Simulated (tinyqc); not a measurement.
# MOS inversion layer, Poisson-Schroedinger loop: effect of the temperature

Electrons confined at an insulator interface at z = 0, treated as a hard wall; parabolic valleys, Hartree approximation, no image or exchange terms. The depletion charge lies far deeper than the electrons and gives a uniform field q Nd/(eps0 eps_r); the gate balances all charge. Energies are counted from the band edge at the interface.

Schroedinger equation -(C/mz) psi'' + (V0 + U + dE for set B) psi = E psi, C = hbar^2/(2 m0), psi(0) = 0, on a uniform mesh of 800 nodes with a far wall at 36 nm, 8 levels a set; V0 = q Nd z/(eps0 eps_r); dU/dz = q (Ns - integral of n from 0 to z)/(eps0 eps_r), U(0) = 0; N_k = g md m0 q Vt/(pi hbar^2) ln(1 + exp((EF - E_k)/Vt)), g the number of valleys of the set, sum N_k = Ns. Triangular well: E_k = a_k (C F^2/mz)^(1/3), a_1 = 2.338107, a_2 = 4.087949, C = hbar^2/(2 m0), F in eV/nm. Fang-Howard (all electrons in the lowest level of set A): b^3 = 6 (mz1/C) q (Nd + 11 Ns/32)/(eps0 eps_r), centroid 3/b, level C b^2/(4 mz1) + (3/b) q (Nd + 11 Ns/16)/(eps0 eps_r). The centroid adds 3.9 z_av/eps_r to an oxide-equivalent thickness.

Values chosen for this exercise; masses and permittivity close to those of germanium (111): relative permittivity eps_r = 16.2; mass along z of valley set A (1 valley(s)) mz1 = 1.62 m0; in-plane density-of-states mass of set A md1 = 0.0805 m0; mass along z of valley set B (3 valley(s)) mz2 = 0.0912 m0; in-plane density-of-states mass of set B md2 = 0.336 m0; sheet density of electrons Ns = 1.5e12 cm^-2; sheet density of depletion charge Nd = 1.2e12 cm^-2; extra shift of set B (strain) dE = 0 eV.

Constants: q = 1.602176634e-19 C, kB = 1.380649e-23 J/K, hbar = 1.054571817e-34 J s, m0 = 9.1093837015e-31 kg, Vt = kB T/q, eps0 = 8.8541878128e-14 F/cm where lengths are in cm, hbar^2/(2 m0) = 0.0380998212 eV nm^2. Results are converted to the units shown.

The same in every row: Fang-Howard centroid (nm) = 1.77.

Result of one run:
```
A1 (meV)	B1 (meV)	EF (meV)	share of A1 (%)	share of set A (%)	centroid z_av (nm)	added oxide equivalent (nm)
59.5	128	98.3	87.1	100	1.83	0.441
```

Which temperature T gave this result: 20, 50, 120, 200 or 500 K?

T = 20 K.

The whole series:
```
T (K)	A1 (meV)	B1 (meV)	EF (meV)	share of A1 (%)	share of set A (%)	centroid z_av (nm)	added oxide equivalent (nm)
20	59.5	128	98.3	87.1	100	1.83	0.441
50	59.5	128	97.8	85.9	99.9	1.85	0.445
77	59.6	129	96.7	83.2	98.5	1.91	0.460
120	60.0	131	93.4	75.7	92.4	2.12	0.510
200	60.8	136	83.1	59.3	77.7	2.61	0.628
300	61.7	141	63.7	42.5	62.6	3.17	0.762
400	62.3	145	38.2	31.2	52.1	3.65	0.878
500	62.7	148	7.62	23.7	44.9	4.08	0.982
```

As T goes from 20 to 500, A1 rises from 59.5 to 62.7 meV, the share of A1 falls from 87.1 to 23.7 % and the centroid rises from 1.83 to 4.08 nm. EF lies more than 2 meV above A1 for T = 20, 50, 77, 120, 200, 300. The Fang-Howard centroid is 3.4 % below the full one in the first row, where A1 holds 87.1 %, and 57 % below it in the last, where A1 holds 23.7 %. For T = 500 the eighth level of a set still holds over 0.4 % of the electrons, so more levels and a farther wall would raise the centroid.

Computed by the program tinyqc: `OMP_NUM_THREADS=1 python tinyqc.py 2160122 2160123 out.jsonl`, one thread of a shared Intel Xeon 2.30GHz, about 1 s for the whole run.
